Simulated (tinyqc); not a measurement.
Worked calculation: sp3 tight binding, zinc-blende lattice. One step of it, computed by the program tinyqc.

Task: Bloch Hamiltonian at k. Slater-Koster rules over the four bonds with direction cosines (l, m, n): ss V_ss; s-px l V_sp; px-s -l V_sp; px-px l^2 V_pps + (1 - l^2) V_ppp; px-py l m (V_pps - V_ppp); each times exp(i k.d).

Parameters chosen for this model: zinc-blende lattice, anion at 0, cation at a/4 (1,1,1); V = eta hbar^2 / (m d^2), hbar^2/m = 7.619964 eV angstrom^2:
```
parameter          value      unit
a               6.190000  angstrom
d               2.680349  angstrom
Es anion      -12.580000        eV
Ep anion       -7.830000        eV
Es cation     -12.580000        eV
Ep cation      -7.830000        eV
eta ss         -1.320000
eta sp          1.420000
eta pp sigma    2.220000
eta pp pi      -0.630000
V ss           -1.400052        eV
V sp            1.506117        eV
V pp sigma      2.354634        eV
V pp pi        -0.668207        eV
```

k point k (2 pi / a): 0.740000  -0.030000  -0.790000

Give: H(k) at k.

Result:

H(k) at k (eV), lower triangle (Hermitian):
```
                  a s            a px             a py             a pz
a s          -12.5800
a px           0.0000         -7.8300
a py           0.0000          0.0000          -7.8300
a pz           0.0000          0.0000           0.0000          -7.8300
c s   -0.7196-0.2291i  0.0616+1.0328i  -3.0167-0.0211i  -0.0487-1.3054i
c px  -0.0616-1.0328i  0.1745+0.0555i   0.0564+1.5127i   3.4957+0.0244i
c py   3.0167+0.0211i  0.0564+1.5127i   0.1745+0.0555i  -0.0713-1.1968i
c pz   0.0487+1.3054i  3.4957+0.0244i  -0.0713-1.1968i   0.1745+0.0555i

           c s     c px     c py     c pz
c s   -12.5800
c px    0.0000  -7.8300
c py    0.0000   0.0000  -7.8300
c pz    0.0000   0.0000   0.0000  -7.8300
```
